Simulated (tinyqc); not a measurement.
What moves the results: complex band structure along [001] in sp3s* tight binding. A value that a table varies takes the place of the one given here.

For k = (0, 0, kz) the phase sums are g0 = cos(phi) and g3 = i sin(phi), phi = kz a/4, and the s, pz, s* orbitals of anion (a) and cation (c) decouple from px, py. With z = exp(i phi), H(z) = H0 + z T + T^T/z for any complex z. H0 is diagonal (Esa, Epa, Exa, Esc, Epc, Exc). The anion-cation block is B(z) = z U + W/z and the cation-anion block z W^T + U^T/z, where U has Vss/2 (s,s), Vsapc/2 (s,z), -Vscpa/2 (z,s), Vxx/2 (z,z), Vxapc/2 (s*,z), -Vpaxc/2 (z,s*), and W has the same values with the s-z and s*-z signs reversed. |z| = 1 is a band state, |z| < 1 decays along [001] as exp(-kappa d) over a distance d, kappa = -(4/a) ln|z|. No spin-orbit coupling.

Inputs chosen for the exercise (near a published set for Ge, fitted to gaps, whose masses and valley positions are rough (light masses up to twice too heavy); the results hold for these values, not for the real material): p = (-5.906, 1.598, -5.906, 1.598, 6.404, 6.404, -6.767, 1.622, 4.878, 5.442, 5.442, 5.203, 5.203) eV (order Esa, Epa, Esc, Epc, Exa, Exc, Vss, Vxx, Vxy, Vsapc, Vscpa, Vxapc, Vpaxc); a = 5.656 angstrom (lattice constant); Eg = 0.768 eV (top of the energy range, the indirect gap); dE = 0.53 eV (E - Ev).

## Two branches across an indirect gap

Ev = -0.02400 eV

The smallest kappa with Re kz = 0 and the smallest with Re kz > 0, at energies E from Ev; a dash: no such root.

Decay constants:

| E/Eg | E (eV) | kappa at Gamma (1/angstrom) | kappa off Gamma (1/angstrom) | its Re kz (2 pi/a) |
|---|---|---|---|---|
| 0.05 | 0.0384 | 0.0224 | 0.4100 | 0.785 |
| 0.20 | 0.1536 | 0.0421 | 0.3808 | 0.789 |
| 0.35 | 0.2688 | 0.0517 | 0.3484 | 0.792 |
| 0.50 | 0.3840 | 0.0564 | 0.3115 | 0.796 |
| 0.65 | 0.4992 | 0.0571 | 0.2683 | 0.800 |
| 0.80 | 0.6144 | 0.0538 | 0.2148 | 0.804 |
| 0.90 | 0.6912 | 0.0488 | 0.1688 | 0.807 |
| 0.97 | 0.7450 | 0.0434 | 0.1260 | 0.809 |

The branch at Gamma decays more slowly on all rows listed; the other takes over only closer to its band edge, where its kappa goes to zero. The two differ in Re kz, so passing from one to the other needs kz from an abrupt interface, a steep field, a phonon or a defect. Valleys off the [001] axis, such as L, are not seen on these branches.

## Energy and lattice constant

The slowest root of the s-pz block and the heavy-hole branch, sinh^2(kappa a/4) = ((E - Epa)(E - Epc) - Vxx^2)/(Vxx^2 - Vxy^2), at E = Ev + dE with Ev the lower root of [[Epa, Vxx], [Vxx, Epc]]; the couplings are kept when a changes. Each row changes one parameter from the base and keeps the others.

Results:

| case | slowest kappa (1/angstrom) | heavy-hole kappa (1/angstrom) |
|---|---|---|
| base | 0.0567 | 0.1823 |
| dE = 0.5 eV | 0.0571 | 0.1782 |
| a = 5.826 angstrom | 0.0550 | 0.1770 |

The largest shifts from the base row, up to three for each result and ties (the steps differ in size, so this ranks the rows, not the parameters). slowest kappa (1/angstrom): a -0.0017, dE +0.0004. heavy-hole kappa (1/angstrom): a -0.0053, dE -0.0042. With the couplings fixed, kappa a stays, so kappa scales as 1/a.

tinyqc: `OMP_NUM_THREADS=1 python tinyqc.py 1450695 1450696 out.jsonl`; about 0.01 s, one thread, shared Intel(R) Xeon(R) Processor @ 2.30GHz.
